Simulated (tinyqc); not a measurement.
Hole mobility in a silicon inversion layer, empirical terms and Matthiessen rule: two steps of the calculation.

Inversion layer of sheet density Ns on a uniformly doped body. The mobility terms are empirical power laws with prefactors chosen for the exercise; adding their inverses (Matthiessen) is itself an approximation.

Inputs (values chosen for the exercise); material values close to those of silicon:
- T = 273 K (temperature)
- Eg = 1.13 eV (band gap)
- eps_r = 11.9 (relative permittivity of the semiconductor)
- Nc = 2.43e19 cm^-3 (conduction-band density of states at T)
- Nv = 2.3e19 cm^-3 (valence-band density of states at T)
- Nb = 9.4e17 cm^-3 (body doping)
- Vsb = 0.6 V (reverse body bias)
- eta = 0.3333 (weight of the inversion charge in the effective field)
- Ap = 135 cm^2/(V s) (phonon-limited mobility at 1 MV/cm and 300 K)
- As = 386 cm^2/(V s) (roughness-limited mobility at 1 MV/cm)
- gs = 1 (exponent of the roughness term)
- Ac = 940 cm^2/(V s) (Coulomb prefactor)
- Nit = 6e11 cm^-2 (charge at the interface)
- Ns = 2.3e12 cm^-2 (inversion density)
- WL = 1 (ratio W/L)
- Vd = 0.01 V (drain voltage)
- I = 0.235 uA (measured linear current)

Constants: q = 1.602176634e-19 C, kB = 1.380649e-23 J/K, Vt = kB T/q, eps0 = 8.8541878128e-14 F/cm where lengths are in cm. Results are converted to the units shown.

Question 1. Depletion charge and effective field. ni = sqrt(Nc Nv) exp(-Eg/(2 Vt)), Eg in volts; Ndep = sqrt(2 eps0 eps_r Nb (2 Vt ln(Nb/ni) + Vsb)/q); E = q (Ndep + eta Ns)/(eps0 eps_r), in MV/cm.

Wanted: ni; Ndep; E.

Answer 1.

ni = 8.7772e8 cm^-3
Ndep = 4.4174e12 cm^-2
E = 0.78827 MV/cm

The depletion charge gives 85.2 % of the field.

Question 2. Inversion density for the measured current. I = (W/L) q Ns mu Vd. E = q (Ndep + eta Ns)/(eps0 eps_r) in MV/cm. With t = T/(300 K): muC = Ac (Ns/1e12 cm^-2) t/(Nb/1e17 cm^-3 + Nit/1e11 cm^-2), muP = Ap E^(-1/3) t^(-1.75), muS = As E^(-gs); 1/mu is the sum of the inverses. Ns(new) = I/((W/L) q mu Vd).

Ns at the start = 1.6e12 cm^-2
Ndep = 4.4173517e12 cm^-2

Wanted: E; mu; Ns after iteration 1.

Answer 2.

E = 0.75279 MV/cm
mu = 52.867 cm^2/(V s)
Ns after iteration 1 = 2.7744e12 cm^-2

Program tinyqc, `OMP_NUM_THREADS=1 python tinyqc.py 2510004 2510005 out.jsonl`; Intel Xeon 2.30GHz, shared host, one thread, about 0.01 s.
